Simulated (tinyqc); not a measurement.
# Circuit elements from the admittance matrix

Inverse problem. Y belongs to a common-source circuit with y11 = i w (Cgs + Cgd), y12 = -i w Cgd, y21 = gm - i w Cgd, y22 = gds + i w (Cgd + Cd) and a resistance Rg in series with the gate; w = 2 pi f. Find Rg, Cgs + Cgd, Cgd, gm, gds and Cd.

Values chosen for this exercise:
- f = 5 GHz (signal frequency)

Y with Rg (mS):

|  | 1 | 2 |
|---|---|---|
| 1 | 0.07509570+3.78799896i | -0.00572759-0.28891298i |
| 2 | 47.83363557-1.23731088i | 0.67188517+1.22843232i |

Solution. 1/Y11 = Rg + 1/(i w (Cgs + Cgd)) gives Rg; removing it from Z11 returns the inner y, whose parts are read off.

Rg = 5.23 ohm
Cgs + Cgd = 121 fF
Cgd = 9.20 fF
gm = 47.9 mS
gds = 0.670 mS
Cd = 27.6 fF

tinyqc, about 0.01 s, one thread, Intel Xeon 2.30GHz (shared host): `OMP_NUM_THREADS=1 python tinyqc.py 2150059 2150060 out.jsonl`
